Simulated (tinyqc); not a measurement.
# Resistance of a source-drain extension with a graded tip: effects of single changes

y runs along the channel, the gate covers y > 0. The doping is N0 for y < y0 and N0 10^(-(y - y0)/la) beyond, uniform over the depth xj. Sheet conductance s(y) = q mu(N) max(N - Nch, 0) xj + (for y > 0) ma Cox Vo, with mu(N) = u0 + (u1 - u0)/(1 + (N/Nr)^au) and Cox = eps0 eox/tox. Current is taken as one-dimensional; depletion of the tip, spreading and the contact are left out. The metallurgical junction lies at yj, where N = Nch.

Values chosen for this exercise; mobility law close to that of electrons in silicon:
- eox = 9.09 (relative permittivity of the gate insulator (close to aluminium oxide))
- tox = 2.8 nm (insulator thickness)
- N0 = 6.7e19 cm^-3 (active doping of the extension far from the gate)
- la = 5.4 nm/decade (lateral abruptness)
- y0 = -0.5 nm (position under the gate where the fall begins (gate edge at 0))
- xj = 21 nm (depth of the extension)
- Nch = 4e17 cm^-3 (channel doping)
- Ls = 24 nm (spacer length)
- Vo = 0.68 V (gate overdrive)
- ma = 190 cm^2/(V s) (mobility of the gate-induced layer)
- u1 = 1414 cm^2/(V s) (mobility at low doping)
- u0 = 68.5 cm^2/(V s) (mobility at high doping)
- Nr = 9.2e16 cm^-3 (reference doping)
- au = 0.711 (exponent)
- Lg = 40 nm (gate length)

Constants: q = 1.602176634e-19 C, eps0 = 8.8541878128e-14 F/cm where lengths are in cm. Results are converted to the units shown.

Each table varies one quantity; the others keep the values above.

## Abruptness at a fixed junction position

R_spacer = integral of dy/s from -Ls to 0, R_ov from 0 to yj, R_channel = (Lg - 2 yj)/(ma Cox Vo), R_total = 2 R_spacer + 2 R_ov + R_channel. Electrical length L_eff = ma Cox dR_total/d(1/Vo); R_series = R_total - L_eff/(ma Cox Vo). y0 is moved with la so that yj stays at 11.510 nm.

The same in every row: yj (nm) = 11.51; R_channel (ohm um) = 45.72.

Abruptness at a fixed junction position:
```
la (nm/decade)	R_spacer (ohm um)	R_ov (ohm um)	R_total (ohm um)	L_eff (nm)	R_series (ohm um)
1	13.26	7.853	87.94	19.40	35.72
2.3	13.26	11.20	94.64	21.67	36.30
3.6	13.26	14.56	101.3	23.94	36.89
4.9	13.26	17.91	108.0	26.21	37.47
6.1	13.75	20.69	114.6	28.21	38.64
7.4	16.23	22.74	123.6	29.97	42.95
8.7	20.73	24.11	135.4	31.31	51.10
10	27.05	25.07	150.0	32.33	62.91
```

What does the table show?

As la goes from 1 to 10 nm/decade, R_total rises from 87.9 to 150 ohm um, R_spacer rises from 13.3 to 27.1 ohm um and R_ov rises from 7.85 to 25.1 ohm um. R_total changes on average by 6.89 ohm um for each nm/decade. L_eff exceeds the metallurgical length by 2.41 nm in the first row and 15.3 nm in the last, since the gate also controls the lightly doped tips.

## Effect of the active doping of the extension far from the gate

Same model as above.

Effect of the active doping of the extension far from the gate:
```
N0 (cm^-3)	yj (nm)	R_spacer (ohm um)	R_ov (ohm um)	R_channel (ohm um)	R_total (ohm um)	L_eff (nm)	R_series (ohm um)
2e19	8.674	37.52	16.90	60.99	169.8	32.23	83.06
3.1e19	9.702	26.06	17.91	55.46	143.4	30.45	61.42
4.7e19	10.68	18.20	18.67	50.20	123.9	28.66	46.78
7.2e19	11.68	12.45	19.26	44.81	108.2	26.75	36.20
1.1e20	12.67	8.452	19.70	39.46	95.76	24.82	28.93
1.7e20	13.69	5.630	20.02	33.96	85.25	22.80	23.85
2.6e20	14.69	3.761	20.23	28.60	76.58	20.82	20.51
4e20	15.70	2.486	20.38	23.16	68.89	18.81	18.24
```

As N0 goes from 2e19 to 4e20, R_total falls from 170 to 68.9 ohm um, L_eff falls from 32.2 to 18.8 nm and R_series falls from 83.1 to 18.2 ohm um.

tinyqc, about 0.03 s, one thread, Intel Xeon 2.30GHz (shared host): `OMP_NUM_THREADS=1 python tinyqc.py 2282012 2282013 out.jsonl`
